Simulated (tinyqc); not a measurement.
Inside a calculation: pi bands of a honeycomb layer in tight binding. Values are carried at full precision from step to step, so a last printed digit may differ when a step is redone from the rounded ones.

Lattice vectors a (1,0) and a (1/2, sqrt3/2); f = exp(i ky a/sqrt3) + 2 cos(kx a/2) exp(-i ky a/(2 sqrt3)), w = |f|. H = [[D - t2 F, -t f], [., -D - t2 F]] with F = w^2 - 3, S = [[1, s0 f], [., 1]]; the levels solve det(H - E S) = 0. K = (4 pi/3a, 0), M = (pi/a, pi/(sqrt3 a)); w = 3, 1, 0 at Gamma, M, K.

Constants: hbar = 6.58211957e-16 eV s; hbar^2/2m0 = 3.80998211 eV angstrom^2.

Values chosen for the exercise (of the size used for hexagonal BN; the results hold for these values, not for the real material): a = 2.5 angstrom (lattice constant); t = 2.51 eV (nearest hopping); t2 = 0 eV (second-neighbour hopping); s0 = 0 (overlap of neighbours); D = 2.61 eV (+D on A, -D on B); k = (0.46, 0.72) 1/angstrom (wave vector).

## H and S at one k

Form f, w, F and the two matrices.

f = 1.96374+0.02862i
w = 1.96395
F = 0.85709

H (eV):
```
                 A                B
A           2.6100  -4.9290-0.0718i
B  -4.9290+0.0718i          -2.6100
```

S:
```
         A        B
A  1.00000        0
B        0  1.00000
```

## The secular equation

det(H - E S) = 0 reads (e - E)^2 - D^2 - (t + s0 E)^2 w^2 = 0 with e = -t2 (w^2 - 3), that is c2 E^2 + 2 c1 E + c0 = 0 with c2 = 1 - s0^2 w^2, c1 = -(e + t s0 w^2), c0 = e^2 - D^2 - t^2 w^2.

c2, c1, c0: 1.0000  0.0000  -31.1121

levels (eV): -5.5778  5.5778

## Levels at Gamma, M and K

Solve the quadratic (e - E)^2 - D^2 - (t + s0 E)^2 w^2 = 0 with e = -t2 (w^2 - 3), for w = 3, 1, 0.

Levels (eV):

| point | w | lower | upper | difference |
|---|---|---|---|---|
| Gamma | 3 | -7.9695 | 7.9695 | 15.9390 |
| M | 1 | -3.6211 | 3.6211 | 7.2422 |
| K | 0 | -2.6100 | 2.6100 | 5.2200 |

Measured from the middle of the levels at K (0.000 eV), the upper band reaches 7.970 eV and the lower -7.970 eV at Gamma: mirror images, as neither overlap nor t2 is present. The saddle points at M give the absorption peak at 7.242 eV in this one-electron picture.

## Near K

w = (sqrt3/2) a q to first order in the distance q from K. Effective hopping t* = t + 3 t2 s0, hbar v = (sqrt3/2) a t*, v in m/s = hbar v x 1e-10/hbar; band-edge masses follow from E^2 = D^2 + (hbar v q)^2 when t2 = s0 = 0: m/m0 = 2 c D/(hbar v)^2, c = hbar^2/2m0.

hbar v = 5.4343 eV angstrom
v = 8.256e+05 m/s
mass = 0.6734 m0

## Checks

- Roots of the quadratic against the generalised eigenproblem: they agree to 1e-10 or better.

(tinyqc, `OMP_NUM_THREADS=1 python tinyqc.py 1482269 1482270 out.jsonl`, Intel(R) Xeon(R) Processor @ 2.30GHz, 1 thread, shared host, about 0.01 s.)
